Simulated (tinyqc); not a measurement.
Mobility and threshold from two currents.

Problem. In the linear region I = mu Cox (W/L) [(Vgs - VT) Vds - m Vds^2/2], Cox = eps0 eox/tox. Find mu and VT.

Parameters, values chosen for the exercise:
- eox = 21.4 (relative permittivity of the gate insulator)
- tox = 9.9 nm (insulator thickness)
- W = 5 um (gate width)
- L = 5 um (gate length)

Constants: eps0 = 8.8541878128e-14 F/cm where lengths are in cm. Results are converted to the units shown.

I at Vgs = 0.96 and 1.46 V, Vds = 0.05 V (uA): [19.502947, 45.819561]
m = 1.0875353

Solution. The slope dI/dVgs is mu Cox (W/L) Vds; the line meets zero current at VT + m Vds/2.

mu = 550 cm^2/(V s)
VT = 0.562 V

Program tinyqc, `OMP_NUM_THREADS=1 python tinyqc.py 2360046 2360047 out.jsonl`; Intel Xeon 2.30GHz, shared host, one thread, about 0.04 s.
